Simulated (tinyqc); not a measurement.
Approximations to the ground state: Holstein polaron on two sites. Computed by tinyqc, a small Python program. Command: `OMP_NUM_THREADS=1 python tinyqc.py 3019856 3019857 out.jsonl holstein walk`. One thread of a shared host (Intel(R) Xeon(R) Processor @ 2.30GHz), about 0.01 s of CPU time with the checks.

One electron on sites 1 and 2: H = -t (c1+ c2 + c2+ c1) + hbar omega sum_i b_i+ b_i - g hbar omega sum_i n_i (b_i + b_i+). The symmetric phonon shifts the energy by -g^2 hbar omega/2 and drops out; with b = (b_1 - b_2)/sqrt(2) there remains H = -t sigma_x + hbar omega b+ b - (g hbar omega/sqrt(2)) sigma_z (b + b+). Parity splits it into blocks p = +1 and -1 over phonon numbers n. Zero-point energies are left out. Weights Z refer to mode b alone; the displaced symmetric mode multiplies the full zero-phonon weight by exp(-g^2/2).

Inputs (values chosen for the exercise, for a model dimer): hopping t = 72 meV; phonon energy hbar omega = 120 meV; coupling g = 0.468.

Method:
- Polaron binding energy E_p = g^2 hbar omega; ratio E_p/t (the adiabatic potential has two wells when it exceeds 1); adiabaticity hbar omega/t.
- Block p: H_nn = n hbar omega - p t (-1)^n - g^2 hbar omega/2, H_(n,n+1) = -(g hbar omega/sqrt(2)) sqrt(n + 1).
- Use 60 levels in both blocks; Z = c_0^2 is the weight of n = 0 in the ground state c; the splitting is the lowest odd level less the lowest even one, which without coupling is the smaller of 2t and hbar omega; <sigma_x> = sum (-1)^n c_n^2 measures the kinetic energy.
- Second order: E = -t - E_p/2 - (E_p/2) hbar omega/(hbar omega + 2t). Lang-Firsov: E = -E_p - t exp(-g^2). Variable displacement: E(x) = -E_p/2 - t exp(-g^2 x^2) - (E_p/2)(2x - x^2), minimised over 0 <= x <= 1. Adiabatic, classical lattice: E = -E_p/2 - t for E_p < t, else -E_p - t^2/(2 E_p); it leaves out the change of zero-point energy.

E_p = 26.28288 meV

E_p/t = 0.36504

ground-state energy = -91.2820 meV

hbar omega/t = 1.66667

Ground-state energy (meV):
```
method                       E  E - exact
second order in g      -91.115     0.1672
Lang-Firsov            -84.121     7.1614
variable displacement  -91.191     0.0908
adiabatic, classical   -85.141     6.1406
```

best displacement x = 0.46638

What follows from these numbers?

Closest here is variable displacement (+0.09 meV), furthest Lang-Firsov (+7.16 meV), at hbar omega/t = 1.67 and E_p/t = 0.37. Lang-Firsov and variable displacement are variational and lie above the exact value. Caution: with hbar omega below 2t the lowest odd level starts as a one-phonon state, so the splitting here is a softened phonon and not a narrowed hopping.

Extremes, crossings and ranges named in words are read from the listed rows.
